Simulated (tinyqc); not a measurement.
Inside a calculation. Model: lossy package transmission line with skin effect.

tinyqc, about 0.01 s, one thread, Intel Xeon 2.30GHz (shared host): `OMP_NUM_THREADS=1 python tinyqc.py 2810128 2810129 out.jsonl` Printed values are rounded.

A uniform line in a homogeneous dielectric: c = sqrt(er)/(c0 Z0), l = Z0 sqrt(er)/c0 (c0 = 299792458 m/s), g = w c td, w = 2 pi f. The resistance joins its limits as r = sqrt(r_dc^2 + r_hf^2), with r_dc = rho/(wd th), r_hf = kr rho/(2 delta (wd + th)), delta = sqrt(rho/(pi f mu0)), mu0 = 4 pi 1e-7 H/m; this is an interpolation, and internal inductance, up to 0.05 nH/mm at low frequency, is neglected.

Values chosen for this exercise: width of the strip wd = 87 um; thickness of the strip th = 17 um; resistivity rho = 2.2 uohm cm; relative permittivity er = 3; loss tangent td = 0; lossless impedance sqrt(l/c) Z0 = 75 ohm; factor for crowding and the return path kr = 2; length len = 10 mm; source resistance Rg = 25 ohm; load resistance RL = 100 ohm; load capacitance CL = 0 fF; frequency f = 0.69 GHz.

## Line constants

delta, r_dc, r_hf, r, l, c and g as defined.

delta = 2.841888 um
r_dc = 0.01487492 ohm/mm
r_hf = 0.07443590 ohm/mm
r = 0.07590761 ohm/mm
l = 0.4333125 nH/mm
c = 77.03333 pF/m
g = 0 S/m

r is 5.10 times r_dc; the skin depth is 0.167 of the thickness.

## Propagation constant and impedance

gamma = sqrt((r + i w l)(g + i w c)) = alpha + i beta, Zc = sqrt((r + i w l)/(g + i w c)), roots with positive real part; loss 8.685889638 alpha in dB; phase velocity w/beta.

gamma len = 0.0050595+0.2505287i
Zc = 75.01530-1.51495i ohm
loss = 0.004394605 dB/mm
phase velocity over c0 = 0.5772325
r/(w l) = 0.04040687

r is below w l; the low-loss estimate 8.686 (r/(2 Z0) + g Z0/2) gives 0.00440 dB/mm.

## Reflection, input impedance and transfer

ZL = 1/(1/RL + i w CL); reflection (ZL - Zc)/(ZL + Zc); Zin = Zc (ZL + Zc tanh(gamma len))/(Zc + ZL tanh(gamma len)); H = V_load/V_source = [Zin/(Zin + Rg)]/[cosh(gamma len) + (Zc/ZL) sinh(gamma len)].

ZL = 100.0000+0.0000i ohm
reflection at the load = 0.1426716+0.0098911i
Zin = 96.12439-13.59915i ohm
H = 0.7823107-0.1734230i
|H| = -1.924071 dB
